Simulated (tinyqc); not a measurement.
Inside a calculation. Model: finite-size error of a charged defect in a periodic cell: Madelung and Makov-Payne terms. Computed by tinyqc, a small Python program that keeps every step. Command: `OMP_NUM_THREADS=1 python tinyqc.py 3021723 3021724 out.jsonl imagecharge walk`. One thread of a shared host (Intel(R) Xeon(R) Processor @ 2.30GHz), about 0.07 s of CPU time with the checks. Intermediate numbers are printed to about 5 digits and carried at full precision; extremes and crossings named in words are read from the listed rows.

L is the cube root of the cell volume. The defect charge is a Gaussian, rho(r) = q (2 pi sigma^2)^(-3/2) exp(-r^2/2 sigma^2), repeated periodically in a uniform neutralising background and screened by a continuum. The model cell energy is E(L) = E_0 + [periodic - isolated electrostatic energy].

Inputs (values chosen for the exercise, with screening close to that of diamond):
```
quantity                                     value      unit
charge q                                         3         e
cell length L                                 13.7  angstrom
dielectric constant eps                       5.87         -
axis ratio c/a                                1.56         -
width sigma of the defect charge              0.92  angstrom
formation energy of the isolated defect E_0  2.486        eV
```

Supercell lattice: hexagonal. Screening: isotropic.

scatter added to the six cells, standing for numerical noise (meV): -12  11  2.6  -5.5  14  3.4

Constants: e^2/(4 pi eps_0) = 14.39964548 eV angstrom.

## The cell

Cell vectors: (1,0,0), (-1/2,sqrt(3)/2,0), (0,0,c/a), scaled to volume L^3.

cell vectors (rows) (angstrom):
```
        1       2       3
1  12.393   0.000   0.000
2  -6.196  10.732   0.000
3   0.000   0.000  19.333
```

nearest image = 12.393 angstrom

## Madelung energy

Ewald sum for a unit point charge: scale each Cartesian component of the cell by 1/sqrt(eps_i), giving R', G' and V'; E = [ (1/2) sum erfc(eta R')/R' + (2 pi/V') sum exp(-G'^2/4 eta^2)/G'^2 - eta/sqrt(pi) - pi/(2 V' eta^2) ] e^2/(4 pi eps_0) / sqrt(eps_x eps_y eps_z), over n_i = -6..6, omitting n = (0,0,0), eta = 2/V'^(1/3). alpha = -2 E eps_g L/(e^2/(4 pi eps_0)), eps_g = (eps_x eps_y eps_z)^(1/3).

terms for a unit charge (eV): real space 0.00625, reciprocal 0.03580, self -0.20205, background -0.07032

Madelung constant alpha = 2.5724

point-charge correction -q^2 E = 2.0727 eV

Cubic cells have alpha = 2.837 (sc) to 2.888 (fcc, bcc); this cell, as seen through the screening, is so far from compact that alpha drops well below.

## Energy of the smeared charge in the cell

Periodic energy of the Gaussian: (2 pi q^2/V) sum_(G != 0) exp(-sigma^2 G^2)/(G.eps.G) x e^2/(4 pi eps_0), n_i = -k..k with k = max(9, L/sigma rounded up). Isolated energy: q^2/(2 sqrt(pi) sigma) <1/(n.eps.n)> e^2/(4 pi eps_0), the mean over directions n, here 1/eps.

periodic energy = 4.7426 eV

isolated energy = 6.7696 eV

finite-size error = -2.0271 eV

E(L) = 0.45895 eV

## Makov-Payne correction

Second radial moment Q = q <r^2> = 3 q sigma^2; E(corrected) = E(L) + q^2 alpha e^2/(4 pi eps_0)/(2 eps L) - 2 pi q Q e^2/(4 pi eps_0)/(3 eps L^3). Errors left are the corrected energies less E_0.

Q = 7.6176 e angstrom^2

third-order term = -0.045661 eV

error left after the first term = 0.045661 eV

error left after both terms = 0 eV

third-order over first-order term, in size = 0.022030

The point-charge term alone overcorrects by 0.0457 eV, 2 % of itself; both terms together are exact to 1e-7 eV, since the clouds do not overlap.

## A series of cells

Cells of the same shape with L scaled by 0.7, 0.85, 1, 1.25, 1.5 and 2; the scatter is added to E(L). The point-charge correction scales as 1/L from its value at the input L.

Scaling data:
```
L (angstrom)  1/L (1/angstrom)  E(L) (eV)  E(L) + point-charge correction (eV)
9.590                  0.10428    -0.3539                               2.6071
11.645                 0.08587     0.1329                               2.5714
13.700                 0.07299     0.4615                               2.5343
17.125                 0.05839     0.8457                               2.5039
20.550                 0.04866     1.1317                               2.5135
27.400                 0.03650     1.4587                               2.4951
```

## Ways to reach the isolated limit

Least-squares fits of E(L) to a + b/L, a + c/L^3 or a + b/L + c/L^3; the estimate is a, and errors are against E_0.

Estimates of E_0:
```
way                              estimate (eV)  error (meV)
largest cell, uncorrected               1.4587      -1027.3
largest cell, point-charge term         2.4951          9.1
1/L fit, three smallest                 2.3689       -117.1
1/L fit, all six                        2.4237        -62.3
1/L^3 fit, all six                      1.2717      -1214.3
1/L and 1/L^3, three smallest           2.2109       -275.1
1/L and 1/L^3, all six                  2.4779         -8.1
corrected data, 1/L^3 fit               2.4936          7.6
```

coefficient b of the full fit = -28.032 eV angstrom

Best here: corrected data, 1/L^3 fit (+7.6 meV); worst: 1/L^3 fit, all six (-1214 meV). The fitted b is 98.7 % of the Madelung value -q^2 alpha e^2/(8 pi eps_0 eps_g), so such a fit also measures the screening. The three-term fit to three small cells has no spare point and magnifies the scatter. A pure 1/L fit lands below E_0, because the positive 1/L^3 term flattens the small-cell points.

Checks made by the program: the same sum with another eta (relative difference below 1e-10); both terms against the exact model when the clouds do not overlap (relative difference below 1e-10).
